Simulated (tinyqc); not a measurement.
Transistor under a ferroelectric capacitor (negative capacitance), static model: one step of the calculation.

A ferroelectric film of thickness tf lies between the gate and an inner metal at potential v, which drives an ordinary transistor. One domain, P = Q (background permittivity neglected): Vg = v + tf (2 al Q + 4 be Q^3), al = -3 sqrt(3) Ec/(4 Pr), be = 3 sqrt(3) Ec/(8 Pr^3). Gate charge Q(v) = Qi + Cp v with the channel charge Qi = Cox n Vt ln(1 + exp((v - VT)/(n Vt))). Q in uC/cm^2, E in kV/cm; 1 nm times 1 kV/cm is 1e-4 V. Domains, leakage and the switching time are left out.

Question. Gate voltage against inner potential. Q(v) and Vg(v) as above. C = dQ/dv = Cox/(1 + exp(-(v - VT)/(n Vt))) + Cp; dVg/dv = 1 + C tf (2 al + 12 be Q^2); gain = dv/dVg.

Parameters, values chosen for the exercise; Pr and Ec close to those of hafnium oxide based films: temperature T = 400 K; capacitance of the inner oxide Cox = 2.2 uF/cm^2; overlap capacitance per gate area Cp = 0.8 uF/cm^2; threshold of the inner transistor VT = 0.41 V; subthreshold factor of the inner transistor n = 1.23; ferroelectric thickness tf = 7.9 nm.

Constants: q = 1.602176634e-19 C, kB = 1.380649e-23 J/K, Vt = kB T/q. Results are converted to the units shown.

v, point 0 to 8 (V): [0, 0.1, 0.2, 0.3, 0.4, 0.5, 0.6, 0.7, 0.8]
al = -121.78482 kV cm/uC
be = 0.23786098 kV cm^5/uC^3

Find: Q; C; Vg; dVg/dv.

Answer.

Q, point 0 to 8 (uC/cm^2): [0.000, 0.080, 0.161, 0.247, 0.374, 0.609, 0.899, 1.198, 1.498]
C, point 0 to 8 (uF/cm^2): [0.8001, 0.8015, 0.8154, 0.9529, 1.771, 2.765, 2.975, 2.998, 3.000]
Vg, point 0 to 8 (V): [0.0000, 0.0846, 0.1691, 0.2525, 0.3280, 0.3831, 0.4276, 0.4708, 0.5143]
dVg/dv, point 0 to 8: [0.8460, 0.8458, 0.8431, 0.8168, 0.6598, 0.4703, 0.4329, 0.4329, 0.4380]

dVg/dv is positive at all listed points; its smallest value, 0.433, means a gain of 2.31. Minimising dVg/dv over v puts the thickness at which the fold first appears at 13.9 nm.

Computed by the program tinyqc: `OMP_NUM_THREADS=1 python tinyqc.py 2860115 2860116 out.jsonl`, one thread of a shared Intel Xeon 2.30GHz, about 0.02 s for the whole run.
